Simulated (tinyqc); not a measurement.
# p-n diode, drift-diffusion by the Gummel loop with Scharfetter-Gummel fluxes: effects of single changes

Abrupt junction at x = 0, p side from -Lp, n side to Ln, ohmic contacts. psi is counted from the intrinsic level; n = ni exp((psi - phin)/Vt), p = ni exp((phip - psi)/Vt). Contacts: p side psi = V - Vt ln(Na/ni), p = Na, n = ni^2/Na; n side psi = Vt ln(Nd/ni), n = Nd, p = ni^2/Nd. Constant mobilities, D = mu Vt, Boltzmann statistics, SRH recombination through a mid-gap level, U = (n p - ni^2)/(tp (n + ni) + tn (p + ni)). Current is positive from the p contact to the n contact.

Inputs (values chosen for the exercise); band and dielectric values close to those of silicon: temperature T = 300 K; band gap Eg = 1.1 eV; relative permittivity eps_r = 11.6; conduction-band density of states at T Nc = 2.86e19 cm^-3; valence-band density of states at T Nv = 2.67e19 cm^-3; acceptor density of the p side Na = 1.4e16 cm^-3; donor density of the n side Nd = 2.8e16 cm^-3; electron mobility mun = 830 cm^2/(V s); hole mobility mup = 420 cm^2/(V s); SRH lifetime of electrons tn = 2e-8 s; SRH lifetime of holes tp = 5e-7 s; length of the p side Lp = 1.4 um; length of the n side Ln = 4.9 um; uniform generation rate G = 0 cm^-3 s^-1.

Constants: q = 1.602176634e-19 C, kB = 1.380649e-23 J/K, Vt = kB T/q, eps0 = 8.8541878128e-14 F/cm where lengths are in cm. Results are converted to the units shown.

Each table varies one quantity; the others keep the values above.

## Current against voltage in the dark

ni = sqrt(Nc Nv) exp(-Eg/(2 Vt)), Eg in volts. Poisson and both continuity equations are solved self-consistently with Scharfetter-Gummel fluxes on a graded mesh of 500 nodes. J_scr is q times the integral of U between -xp and xn. Ideal diffusion current J_id = q ni^2 [Dn coth(wp/Le)/(Le Na) + Dp coth(wn/Lh)/(Lh Nd)] (exp(V/Vt) - 1), Le = sqrt(Dn tn), Lh = sqrt(Dp tp), wp = Lp - xp, wn = Ln - xn, with xp and xn from the depletion approximation (W = sqrt(2 eps0 eps_r (Vbi - V)(1/Na + 1/Nd)/q), xp = W Nd/(Na + Nd), xn = W Na/(Na + Nd), Vbi = Vt ln(Na Nd/ni^2)). Ideality factor = 0.004 V/(Vt ln[J(V + 0.004 V)/J(V)]). Here G = 0.

In this table G = 0 cm^-3 s^-1.

Results:
columns A: V (V); B: J (A/cm^2); C: ideality factor; D: J_scr/J (%); E: J_id (A/cm^2); F: share recombining at the contacts (%); G: larger minority/doping at -xp and xn
```
A           B     C      D        E     F         G
0.15  7.59e-7  1.47   76.1  1.82e-7  23.4  6.75e-10
0.2   2.96e-6  1.34   57.9  1.26e-6  41.3   4.65e-9
0.26  1.88e-5  1.17   32.9  1.27e-5  65.9   4.70e-8
0.32  1.50e-4  1.07   15.0  1.28e-4  83.4   4.74e-7
0.43  0.00906  1.02   2.87  0.00888  95.3   3.26e-5
0.49   0.0896  1.01   1.16   0.0895  96.9   3.25e-4
0.55    0.889  1.02  0.443    0.901  97.7   0.00318
0.61     8.45  1.07  0.125     9.05  98.3    0.0288
```

Estimate the missing row, V = 0.38 V.

Computed row:
columns A: V (V); B: J (A/cm^2); C: ideality factor; D: J_scr/J (%); E: J_id (A/cm^2); F: share recombining at the contacts (%); G: larger minority/doping at -xp and xn
```
A           B     C     D        E     F        G
0.38  0.00137  1.03  6.14  0.00129  92.1  4.77e-6
```

With this row back in the table: J rises from 7.59e-7 to 8.45 A/cm^2; the ideality factor goes from 1.47 through a minimum of 1.01 (at V = 0.49 V among the rows listed) to 1.07. Recombination in the depleted layer carries over half of the current up to V = 0.2 V, where the factor is 1.34; it grows roughly as exp(V/2 Vt), so diffusion overtakes it. Where the factor is lowest (V = 0.49 V), J is 0.096 % above the ideal diffusion current.

## Effect of the hole mobility at fixed bias

Same model as above.

In this table V = 0.5 V.

Effect of the hole mobility at fixed bias:
columns A: mup (cm^2/(V s)); B: J (A/cm^2); C: ideality factor; D: J_scr/J (%); E: J_id (A/cm^2); F: share recombining at the contacts (%); G: larger minority/doping at -xp and xn
```
A        B     C      D      E     F        G
42   0.124  1.01   1.06  0.124  96.9  4.76e-4
69   0.125  1.01   1.05  0.125  96.9  4.76e-4
110  0.125  1.01   1.04  0.126  97.0  4.76e-4
190  0.127  1.01   1.03  0.127  97.0  4.76e-4
310  0.129  1.01   1.01  0.129  97.0  4.76e-4
510  0.133  1.01  0.983  0.133  97.1  4.76e-4
840  0.140  1.01  0.938  0.140  97.3  4.76e-4
```

As mup rises from 42 to 840, J rises from 0.124 to 0.140 A/cm^2, the share of the depleted layer falls from 1.06 to 0.938 % and the share lost at the contacts stays near 97.0 %. The exponent d ln J/d ln mup is 0.01 between the first two rows and 0.09 between the last two. J less J_scr is 1.1 % below J_id in the last row.

Numbers from tinyqc (`OMP_NUM_THREADS=1 python tinyqc.py 2240174 2240175 out.jsonl`; about 0.2 s on one thread of a shared Intel Xeon 2.30GHz).
